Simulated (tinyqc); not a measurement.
Classical Heisenberg spin chain: exact results, Metropolis, heat-bath and over-relaxation steps, and a Monte Carlo run: one step, computed by the program tinyqc.

E = -J sum_i s_i . s_(i+1) for unit vectors s_i on an open chain; K = J/(k_B T).

Task: Four single-spin steps. The given spins are first normalised. Spins 2 and 3 are updated in turn, with h = K (sum of the two neighbours). Trial spin with z = 2 r1 - 1 and azimuth 2 pi r2; it is accepted if r3 < min(1, exp(h . s_trial - h . s_old)).

Inputs (values chosen for the exercise, for a model chain of large moments): temperature T = 464 K.

Update: Metropolis.

four neighbouring spins (rows; components x, y, z):
```
         1        2        3
1  -0.2449  -0.9690  -0.0326
2   0.2642  -0.8149   0.5159
3  -0.3040  -0.1148   0.9457
4   0.6058   0.7926   0.0686
```

random numbers, one row a step:
```
        1       2       3
1  0.9600  0.6878  0.7146
2  0.0862  0.2135  0.9600
3  0.2909  0.3434  0.2132
4  0.0608  0.5286  0.0566
```

K = -0.9253603

Give: the table «Steps» with the columns |h|, h . s before, h . s trial, acceptance, accepted, x, y, z.

Result:

Steps:
```
spin    |h|  h . s before  h . s trial  acceptance  accepted        x        y        z
2     1.406        -1.119       -1.217       0.907       yes  -0.1493  -0.3624   0.9200
3     1.083        -0.691        0.486       1.000       yes   0.1276   0.5466  -0.8276
2     0.893         0.574       -0.092       0.514       yes  -0.5030   0.7564  -0.4182
3     1.473        -1.063       -0.117       1.000       yes  -0.4702  -0.0854  -0.8784
```
